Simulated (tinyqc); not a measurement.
The network against temperature: hopping conduction between localised states. Computed by tinyqc, a small Python program. Command: `OMP_NUM_THREADS=1 python tinyqc.py 3010740 3010741 out.jsonl hop walk`. One thread of a shared host (Intel(R) Xeon(R) Processor @ 2.30GHz), about 0.01 s of CPU time with the checks.

Energies are counted from the Fermi level. A small network shows the mechanism; the laws of an infinite system follow.

Inputs (values chosen for the exercise, for a model impurity band): localisation length xi = 4.4 nm; temperature T = 49 K.

Dimension: 2D.

sites of the small network (nm, nm, meV):
```
       x      y  energy
1      0  13.03   -3.18
2    7.5  11.77  -13.17
3  19.67   2.35    4.22
4  26.99   2.74   19.57
5  33.01      7   10.95
6     45   9.13    0.68
```

Constants: k_B = 8.617333262e-05 eV/K.

Method:
- Miller-Abrahams exponent s_ij = 2 r_ij/xi + (|E_i| + |E_j| + |E_i - E_j|)/(2 k_B T); G_ij = G_0 exp(-s_ij).
- Site 1 is held at potential 1 and site 6 at 0; Kirchhoff's law sum_j G_ij (u_i - u_j) = 0 fixes the others; G = sum_j G_1j (1 - u_j).
- Critical exponent s_c: the smallest value such that bonds with s_ij <= s_c connect site 1 with site 6.
- The last column is the length of the critical bond.

Network:

| T (K) | -ln(G/G_0) | s_c | critical hop (nm) |
|---|---|---|---|
| 15 | 16.113 | 15.899 | 22.382 |
| 22 | 14.134 | 14.077 | 22.382 |
| 34 | 12.249 | 12.700 | 22.382 |
| 49 | 10.884 | 11.114 | 15.390 |
| 74 | 9.694 | 9.722 | 15.390 |
| 120 | 8.747 | 8.677 | 15.390 |
| 240 | 7.965 | 7.836 | 15.390 |
| 740 | 7.428 | 7.268 | 15.390 |

What follows from these numbers?

-ln(G/G_0) follows s_c within 0.5. The critical hop is 22.4 nm long at the lowest T and 15.4 nm at the highest: on cooling the carrier goes farther to find a site of nearer energy, which is variable-range hopping.

Extremes, crossings and ranges named in words are read from the listed rows.
